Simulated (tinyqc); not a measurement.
# Rectangular fin or nanosheet with a gate all round, subbands and threshold shift from confinement: effects of single changes

Undoped body with a flat potential across it, hard walls, transport along x. Three valley pairs (g = 2 each) with the longitudinal mass along x, y or z. Non-parabolicity enters the subband edges through E (1 + al E) = gamma, so E = 2 gamma/(1 + sqrt(1 + 4 al gamma)); motion within a subband is taken as parabolic with the band-edge mass. Energies are counted from the bulk band edge.

Parameters, values chosen for the exercise; masses close to those of silicon: temperature T = 300 K; longitudinal mass ml = 0.92 m0; transverse mass mt = 0.194 m0; non-parabolicity al = 0 1/eV; width (along y) t = 5.1 nm; widening of the box by penetration into the insulator dl = 0 nm; gate capacitance per area of interface Cg = 3.9 uF/cm^2; height (along z) H = 20.4 nm.

Constants: q = 1.602176634e-19 C, kB = 1.380649e-23 J/K, hbar = 1.054571817e-34 J s, m0 = 9.1093837015e-31 kg, Vt = kB T/q, hbar^2/(2 m0) = 0.0380998212 eV nm^2. Results are converted to the units shown.

Each table varies one quantity; the others keep the values above.

## Confinement against the height

gamma = C pi^2 [a^2/(my (t + dl)^2) + b^2/(mz (H + dl)^2)], C = hbar^2/(2 m0). Each subband has N_k = g sqrt(2 mx m0 kB T/(pi hbar^2)); without degeneracy n = exp(EF/Vt) sum N_k exp(-E_k/Vt). Classical value Nc times t H, Nc = sum over valleys of 2 g (m m0 kB T/(2 pi hbar^2))^1.5 with m = (mx my mz)^(1/3). Threshold shift dVT = Vt ln(classical value/sum N_k exp(-E_k/Vt)). With degeneracy n = sum N_k F((EF - E_k)/Vt), F(x) = (1/sqrt(pi)) int_0^infinity u^(-1/2) du/(1 + exp(u - x)); gate: Vg = EF + q n/(Cg P), P = 2 (t + H), summed over the 60 lowest subbands at most, with Vg counted from the value that would put EF at the bulk band edge of an empty body. The last two columns are for Vg = 0.7 V; sensitivity d(dVT)/dH by central differences between 0.99 and 1.01 times the value.

Confinement against the height:
```
H (nm)  E_1 (meV)  gap to the next edge (meV)  dVT (mV)  sensitivity (mV/nm)  n/P (cm^-2)  share of the lowest subband (%)
3.1         117.1                       100.4     118.2               -22.53     1.127e13                            52.56
4.4         95.63                       20.20     92.62               -18.50     1.292e13                            30.00
6.4         63.04                       21.46     65.98               -8.323     1.370e13                            23.48
9.2         38.61                       40.74     52.47               -2.711     1.414e13                            19.20
13          27.18                       34.41     46.04               -1.060     1.443e13                            14.82
19          21.08                       16.11     42.02              -0.4247     1.464e13                            10.75
28          18.19                       7.417     39.55              -0.1777     1.479e13                            7.560
40          16.93                       3.634     38.10             -0.08233     1.488e13                            5.409
```

As H grows from 3.1 to 40 nm, E_1 falls from 117 to 16.9 meV and dVT falls from 118 to 38.1 mV. E_1 goes as H^(-0.58) at the thin end; an error of 0.2 nm moves the threshold by 4.5 mV in the first row and 0.016 mV in the last. The charge per interface area rises from 1.13e13 to 1.49e13 cm^-2. In every row the charge in the last two columns would bend the potential across the body by some 30 mV or more, which is left out.

## Charge and subband filling against gate voltage

Same model as above.

Each subband has N_k = g sqrt(2 mx m0 kB T/(pi hbar^2)). Cq = q dn/dEF.

Results:
```
Vg (V)  EF - E_1 (eV)  n (cm^-1)  n/P (cm^-2)  share of the lowest subband (%)  Cq/(Cg P)  total C/(Cg P)
-0.13         -0.1507    3.788e4      7.427e9                            31.74    0.01179         0.01165
0.12         0.004709    1.178e7     2.311e12                            23.49      2.965          0.7478
0.24          0.02846    2.373e7     4.653e12                            18.49      5.293          0.8411
0.37          0.04604    3.769e7     7.390e12                            14.90      7.557          0.8831
0.49          0.05874    5.101e7     1.000e13                            12.65      9.339          0.9033
0.62          0.07041    6.570e7     1.288e13                            10.92      10.94          0.9163
0.74          0.07996    7.941e7     1.557e13                            9.727      12.16          0.9240
0.87          0.08944    9.437e7     1.850e13                            8.732      13.24          0.9298
```

Estimate the missing row, Vg = -0.01 V.

Computed row:
```
Vg (V)  EF - E_1 (eV)  n (cm^-1)  n/P (cm^-2)  share of the lowest subband (%)  Cq/(Cg P)  total C/(Cg P)
-0.01        -0.04661    2.016e6     3.953e11                            30.02     0.5980          0.3742
```

With this row back in the table: EF passes E_1 = 0.0204 eV at Vg = 0.102 V. The share of the lowest subband falls from 31.7 to 8.73 % and the total capacitance rises from 0.0117 to 0.930 of Cg P. Between the last two rows 7.3 % of the added gate voltage goes into raising EF. For Vg = 0.12, 0.24, 0.37, 0.49, 0.62, 0.74, 0.87 the charge would bend the potential across the body by some 30 mV or more, which is left out.

Program tinyqc, `OMP_NUM_THREADS=1 python tinyqc.py 2350121 2350122 out.jsonl`; Intel Xeon 2.30GHz, shared host, one thread, about 0.2 s.
